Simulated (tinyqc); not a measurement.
Frequency dispersion of an accumulation capacitance by border traps, distributed model: two steps of the calculation.

Traps spread evenly through the insulator exchange electrons with the semiconductor by tunnelling, with tau(x) = t0 exp(2 ka x) at depth x from the interface. The admittance per area Y seen at depth x obeys dY/dx = -Y^2/(i w eps0 eox) + q Nb ln(1 + i w tau)/tau, with Y(0) = i w Cs and w = 2 pi f; the gate sees Y(tox) = G + i w C. Working variable y = Y/(i w), in uF/cm^2. Cox = eps0 eox/tox.

Inputs (values chosen for the exercise); permittivity close to that of zirconium oxide:
```
symbol   value         unit                                               meaning
eox       22.7                             relative permittivity of the insulator
tox         11           nm                                   insulator thickness
Cs         4.2      uF/cm^2             semiconductor capacitance in accumulation
Nb      2.3e19  cm^-3 eV^-1                               density of border traps
ka         4.9         1/nm  decay constant of the wave function in the insulator
t0       3e-10            s              time constant of a trap at the interface
f        10000           Hz                                             frequency
xe         1.6           nm               depth down to which the steps are taken
```

Constants: q = 1.602176634e-19 C, eps0 = 8.8541878128e-14 F/cm where lengths are in cm. Results are converted to the units shown.

Problem 1. Midpoint steps through the active depth. In terms of y: dy/dx = -y^2/(eps0 eox) + s(x), s = q Nb ln(1 + z)/z, z = i w tau. 10 midpoint steps of h = xe/10: y_half = y + (h/2) y'(x, y), y(new) = y + h y'(x + h/2, y_half).

Find: x; s; y.

Solution 1.

| point | x (nm) | s (uF/(cm^2 nm)) | y (uF/cm^2) |
|---|---|---|---|
| 0 | 0 | 0.3685+0.0000i | 4.200+0.000i |
| 1 | 0.1600 | 0.3685+0.0000i | 4.121+0.000i |
| 2 | 0.3200 | 0.3685-0.0001i | 4.047+0.000i |
| 3 | 0.4800 | 0.3685-0.0004i | 3.978+0.000i |
| 4 | 0.6400 | 0.3685-0.0018i | 3.913+0.000i |
| 5 | 0.8000 | 0.3682-0.0088i | 3.852-0.001i |
| 6 | 0.9600 | 0.3622-0.0412i | 3.795-0.004i |
| 7 | 1.120 | 0.2789-0.1329i | 3.737-0.017i |
| 8 | 1.280 | 0.0965-0.1173i | 3.656-0.038i |
| 9 | 1.440 | 0.0223-0.0470i | 3.560-0.048i |
| 10 | 1.600 | 0.0047-0.0145i | 3.463-0.050i |

Problem 2. Capacitance and conductance at the gate. Beyond xe the traps are ignored, so 1/y(tox) = 1/y(xe) + (tox - xe)/(eps0 eox); C = Re y, G/w = -Im y, loss tangent G/(w C).

y at xe = 3.4634417-0.0497010i uF/cm^2

Find: y at the gate; C; G/w; loss tangent.

Solution 2.

y at the gate = 1.322-0.007i uF/cm^2
C = 1.322 uF/cm^2
G/w = 0.007241 uF/cm^2
loss tangent = 0.005477

Numbers from tinyqc (`OMP_NUM_THREADS=1 python tinyqc.py 2202170 2202171 out.jsonl`; about 0.6 s on one thread of a shared Intel Xeon 2.30GHz).
